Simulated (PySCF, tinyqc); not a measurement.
MP2 on RHF in the sto-6g basis, for H4, spin multiplicity 1, step by step. The lowest restricted solution is unstable here: a spin-polarised one lies 0.0618 hartree lower (PySCF). One step of it, computed by the program tinyqc.

Question. Iteration 1: building the Fock matrix. J_ij = sum D_kl (ij|kl), K_ij = sum D_kl (ik|jl); F = H + J - 0.5 K; E = tr D H + tr D J / 2 - 0.25 tr D K + E_nn.

D at the start, lower triangle:
```
          1H 1s     2H 1s     3H 1s     4H 1s
1H 1s  0.909251
2H 1s  0.079371  0.909251
3H 1s  0.077295  0.026091  0.909251
4H 1s  0.026091  0.077295  0.079371  0.909251
```

core Hamiltonian H = T + V (hartree), lower triangle:
```
           1H 1s      2H 1s      3H 1s      4H 1s
1H 1s  -1.932742
2H 1s  -1.281818  -1.932742
3H 1s  -1.183480  -0.806009  -1.932742
4H 1s  -0.806009  -1.183480  -1.281818  -1.932742
```

Two-electron integrals (ij|kl) in chemists' order, unique and non-zero (hartree):
```
(11|11) 0.774999   (21|11) 0.350833   (21|21) 0.196809   (22|11) 0.506909
(22|21) 0.350833   (22|22) 0.774999   (31|11) 0.314556   (31|21) 0.150239
(31|22) 0.227969   (31|31) 0.162522   (32|11) 0.171962   (32|21) 0.098492
(32|22) 0.178556   (32|31) 0.090730   (32|32) 0.059643   (33|11) 0.481627
(33|21) 0.241330   (33|22) 0.380077   (33|31) 0.314556   (33|32) 0.178556
(33|33) 0.774999   (41|11) 0.178556   (41|21) 0.098492   (41|22) 0.171962
(41|31) 0.090730   (41|32) 0.059101   (41|33) 0.171962   (41|41) 0.059643
(42|11) 0.227969   (42|21) 0.150239   (42|22) 0.314556   (42|31) 0.118705
(42|32) 0.090730   (42|33) 0.227969   (42|41) 0.090730   (42|42) 0.162522
(43|11) 0.241330   (43|21) 0.136362   (43|22) 0.241330   (43|31) 0.150239
(43|32) 0.098492   (43|33) 0.350833   (43|41) 0.098492   (43|42) 0.150239
(43|43) 0.196809   (44|11) 0.380077   (44|21) 0.241330   (44|22) 0.481627
(44|31) 0.227969   (44|32) 0.171962   (44|33) 0.506909   (44|41) 0.178556
(44|42) 0.314556   (44|43) 0.350833   (44|44) 0.774999
```

nuclear repulsion = 3.01396828 hartree

Give: Coulomb J; exchange K; Fock matrix F; total energy of this density.

Answer.

Coulomb J (hartree), lower triangle:
```
        1H 1s   2H 1s   3H 1s   4H 1s
1H 1s  2.1452
2H 1s  1.1865  2.1452
3H 1s  1.0872  0.7029  2.1452
4H 1s  0.7029  1.0872  1.1865  2.1452
```

exchange K (hartree), lower triangle:
```
        1H 1s   2H 1s   3H 1s   4H 1s
1H 1s  1.2367
2H 1s  0.9398  1.2367
3H 1s  0.8845  0.7192  1.2367
4H 1s  0.7192  0.8845  0.9398  1.2367
```

Fock matrix F (hartree), lower triangle:
```
         1H 1s    2H 1s    3H 1s    4H 1s
1H 1s  -0.4059
2H 1s  -0.5652  -0.4059
3H 1s  -0.5385  -0.4627  -0.4059
4H 1s  -0.4627  -0.5385  -0.5652  -0.4059
```

total energy of this density = -1.864404 hartree

This density is the starting one; it is not idempotent, so its energy is not variational and may lie below the converged one.
